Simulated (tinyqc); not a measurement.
What moves the results of Gaussian smearing: smearing for a one-band metal on the fcc lattice.

Lattice vectors (units of a): a1 = (0, 1/2, 1/2), a2 = (1/2, 0, 1/2), a3 = (1/2, 1/2, 0). E(k) = -t A_1(k) - t2 A_2(k), A_m the sum of cos(k . R) over the 12 nearest and 6 second lattice vectors. Mesh k = sum (j_i/N) b_i, j_i = 0 .. N-1.

With x = (E_k - mu)/sigma: Gaussian f = erfc(x)/2, s = exp(-x^2)/(2 sqrt(pi)). With weights w = points/N^d (d the dimension), mu solves 2 sum w f = ne; E = 2 sum w f E_k, S = 2 sum w s, F = E - sigma S.

Inputs chosen for the exercise:

| symbol | value | unit | meaning |
|---|---|---|---|
| t | 1.17 | eV | nearest hopping |
| t2 | -0.03 | eV | second hopping |
| ne | 1.31 |  | electrons per cell |
| N | 4 |  | unshifted mesh |
| sigma | 0.117 | eV | width |

All sums formed anew.

One parameter was then changed.

Results before and after:

| case | mu (eV) | E (eV) | S | F (eV) |
|---|---|---|---|---|
| base | 2.3306 | -2.3009 | 0.2102 | -2.3254 |
| changed | 2.3306 | -2.1912 | 0.2102 | -2.2158 |

Which of these changes was made? (a) t = 1.287 eV; (b) ne = 1.41; (c) N = 8; (d) sigma = 0.234 eV; (e) t2 = 0.087 eV.

Answer: (e) t2 = 0.087 eV. Of the candidates, run in turn, only this one gives the changed row.

All candidates:

| case | mu (eV) | E (eV) | S | F (eV) |
|---|---|---|---|---|
| base | 2.3306 | -2.3009 | 0.2102 | -2.3254 |
| N = 8 | 2.3827 | -2.5106 | 0.0627 | -2.5180 |
| sigma = 0.234 eV | 2.3213 | -2.3009 | 0.2102 | -2.3500 |
| ne = 1.41 | 2.3585 | -2.0669 | 0.2064 | -2.0910 |
| t2 = 0.087 eV | 2.3306 | -2.1912 | 0.2102 | -2.2158 |
| t = 1.287 eV | 2.5646 | -2.5281 | 0.2102 | -2.5527 |

Computed by tinyqc, a small Python program: `OMP_NUM_THREADS=1 python tinyqc.py 1651554 1651555 out.jsonl` (the numbers bound the seed that draws the inputs); one thread of a shared host (Intel(R) Xeon(R) Processor @ 2.30GHz), about 0.2 s for the whole set of steps.
